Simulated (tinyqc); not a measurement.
Alloy A(1-x)B(x) by interpolation with bowing: one step. Gaps and lattice constant at x. Four cases, with inputs chosen for the exercise.

Problem. Also give the wavelength hc/E of the lowest gap.

Each gap follows E(x) = (1 - x) E_A + x E_B - C x (1 - x); the lattice constant follows Vegard, a(x) = (1 - x) a_A + x a_B.

Constants: hc = 1239.841984 eV nm.

Case 1.

Values chosen (A near GaAs, B near AlAs; not measured data): a = (5.651, 5.658) angstrom (lattice constant of A, B); x = 0.36 (fraction of B); Eg = (1.524, 3.116) eV (gap at Gamma to the s-like level of A, B); EgX = (1.96, 2.218) eV (gap to the lowest valley along Gamma-X of A, B); EgL = (1.837, 2.464) eV (gap to L of A, B); C = (0.399, 0.051, 0) eV (bowing of the Gamma, X and L gaps).

Case 2.

Values chosen (A near InAs, B near InSb; not measured data): a = (6.064, 6.48) angstrom (lattice constant of A, B); x = 0.62 (fraction of B); Eg = (0.418, 0.235) eV (gap at Gamma to the s-like level of A, B); EgX = (1.443, 0.631) eV (gap to the lowest valley along Gamma-X of A, B); EgL = (1.15, 0.923) eV (gap to L of A, B); C = (0.679, 0.518, 0.667) eV (bowing of the Gamma, X and L gaps).

Case 3.

Values chosen (A near Ge, B near Si; not measured data): a = (5.661, 5.436) angstrom (lattice constant of A, B); x = 0.46 (fraction of B); Eg = (0.893, 4.161) eV (gap at Gamma to the s-like level of A, B); EgX = (0.94, 1.173) eV (gap to the lowest valley along Gamma-X of A, B); EgL = (0.749, 2.072) eV (gap to L of A, B); C = (0.22, 0.19, 0) eV (bowing of the Gamma, X and L gaps).

Case 4.

Values chosen (A near InSb, B near InAs; not measured data): a = (6.486, 6.064) angstrom (lattice constant of A, B); x = 0.19 (fraction of B); Eg = (0.238, 0.414) eV (gap at Gamma to the s-like level of A, B); EgX = (0.627, 1.413) eV (gap to the lowest valley along Gamma-X of A, B); EgL = (0.926, 1.123) eV (gap to L of A, B); C = (0.59, 0.547, 0.583) eV (bowing of the Gamma, X and L gaps).

Give: a(x); linear parts; bowing terms C x (1 - x); gaps; wavelength of the lowest gap.

Solution.

Case 1.

a(x) = 5.6535 angstrom

linear parts (eV): Gamma 2.0971, X 2.0529, L 2.0627

bowing terms C x (1 - x) (eV): Gamma 0.0919, X 0.0118, L 0.0000

gaps (eV): Gamma 2.0052, X 2.0411, L 2.0627

wavelength of the lowest gap = 618.3 nm

The lowest valley is Gamma, so the gap is direct; the next, X, lies 36 meV higher, whereas the linear parts alone would put X lowest.

Case 2.

a(x) = 6.3219 angstrom

linear parts (eV): Gamma 0.3045, X 0.9396, L 1.0093

bowing terms C x (1 - x) (eV): Gamma 0.1600, X 0.1220, L 0.1571

gaps (eV): Gamma 0.1446, X 0.8175, L 0.8521

wavelength of the lowest gap = 8576.2 nm

The lowest valley is Gamma, so the gap is direct; the next, X, lies 673 meV higher.

Case 3.

a(x) = 5.5575 angstrom

linear parts (eV): Gamma 2.3963, X 1.0472, L 1.3576

bowing terms C x (1 - x) (eV): Gamma 0.0546, X 0.0472, L 0.0000

gaps (eV): Gamma 2.3416, X 1.0000, L 1.3576

wavelength of the lowest gap = 1239.9 nm

The lowest valley is X, so the gap is indirect; the next, L, lies 358 meV higher.

Case 4.

a(x) = 6.4058 angstrom

linear parts (eV): Gamma 0.2714, X 0.7763, L 0.9634

bowing terms C x (1 - x) (eV): Gamma 0.0908, X 0.0842, L 0.0897

gaps (eV): Gamma 0.1806, X 0.6922, L 0.8737

wavelength of the lowest gap = 6863.6 nm

The lowest valley is Gamma, so the gap is direct; the next, X, lies 512 meV higher.

Computed by tinyqc, one run a case: `OMP_NUM_THREADS=1 python tinyqc.py N N+1 out.jsonl` with N = 1050445, 1050543, 1050611, 1050715; one thread of a shared Intel(R) Xeon(R) Processor @ 2.30GHz, about 0.01 s a run at most.
